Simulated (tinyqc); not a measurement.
Inside a calculation. Model: thermal RC ladder, step response.

Computed by the program tinyqc: `OMP_NUM_THREADS=1 python tinyqc.py 2520013 2520014 out.jsonl`, one thread of a shared Intel Xeon 2.30GHz, about 0.01 s for the whole run. Printed values are rounded.

A ladder of 3 nodes: R_i joins node i to node i + 1, the last R to the ambient; C_i is the heat capacity of node i; theta is the rise above ambient, zero at t = 0. d theta/dt = -A theta + b with b = (Pw/C_1, 0, ...), times in ms.

Inputs (values chosen for the exercise): resistances, junction to ambient R = [0.22, 0.34, 0.12] K/W; heat capacities of the nodes C = [0.49, 5.2, 13] mJ/K; power at node 1 from t = 0 Pw = 2.7 W; time step dt = 0.38 ms.

## The rate matrix

A = C^(-1) K, K_ii = 1/R_(i-1) + 1/R_i (no first term for node 1), K_(i,i+1) = K_(i+1,i) = -1/R_i.

A (1/ms):
```
	node 1	node 2	node 3
node 1	9.27644	-9.27644	0.00000
node 2	-0.87413	1.43974	-0.56561
node 3	0.00000	-0.22624	0.86727
```

## Time constants and Foster resistances

A = C^(-1) K, K_ii = 1/R_(i-1) + 1/R_i (no first term for node 1), K_(i,i+1) = K_(i+1,i) = -1/R_i. The time constants tau_k are the inverse eigenvalues of A; the rise of node 1 per watt is Z(t) = sum_k r_k (1 - exp(-t/tau_k)), with r_k = v_k1^2 tau_k/C_1 and v_k the unit eigenvectors of C^(-1/2) K C^(-1/2).

tau_k, rising (ms): 0.0980086  0.931906  3.25529
r_k (K/W): 0.180836  0.0553284  0.443836

The r_k add up to the sum of the R_i, 0.6800 K/W; the slowest constant is 33.2 times the fastest.

## Step 1: one time step

theta at t = 0 (K): node 1 0.00000, node 2 0.00000, node 3 0.00000

Implicit Euler: (1 + dt A) theta(new) = theta + dt b.

theta after step 1 (K): node 1 0.556683, node 2 0.120605, node 3 0.007799

## Step 2: one time step

As before.

theta after step 2 (K): node 1 0.779175, node 2 0.248293, node 3 0.021921

## Step 3: one time step

As before.

theta after step 3 (K): node 1 0.917773, node 2 0.363090, node 3 0.039966

## Course of the time stepping

Sixteen steps, against the exact rise Pw Z(t); the run counts as sound if the error in the last step is under 5 % of the exact rise. The time constants tau_k are the inverse eigenvalues of A; the rise of node 1 per watt is Z(t) = sum_k r_k (1 - exp(-t/tau_k)), with r_k = v_k1^2 tau_k/C_1 and v_k the unit eigenvectors of C^(-1/2) K C^(-1/2).

Course of the iteration:
```
step	t (ms)	theta_1 (K)	exact (K)	error (K)
1	0.38	0.556683	0.660202	-0.104
2	0.76	0.779175	0.820862	-0.0417
3	1.14	0.917773	0.947739	-0.0300
4	1.52	1.02657	1.05549	-0.0289
5	1.9	1.11882	1.14805	-0.0292
6	2.28	1.19891	1.22822	-0.0293
7	2.66	1.26909	1.29809	-0.0290
8	3.04	1.33087	1.35929	-0.0284
9	3.42	1.38547	1.41309	-0.0276
10	3.8	1.43384	1.46054	-0.0267
11	4.18	1.47678	1.50248	-0.0257
12	4.56	1.51497	1.53960	-0.0246
13	4.94	1.54899	1.57251	-0.0235
14	5.32	1.57931	1.60171	-0.0224
15	5.7	1.60638	1.62764	-0.0213
16	6.08	1.63054	1.65067	-0.0201
```

The largest error is 0.10 K, at step 1; the last value is 1.2 % below the exact one. dt is 3.9 times the fastest time constant; implicit Euler is stable for any step, and it lags behind the exact rise.
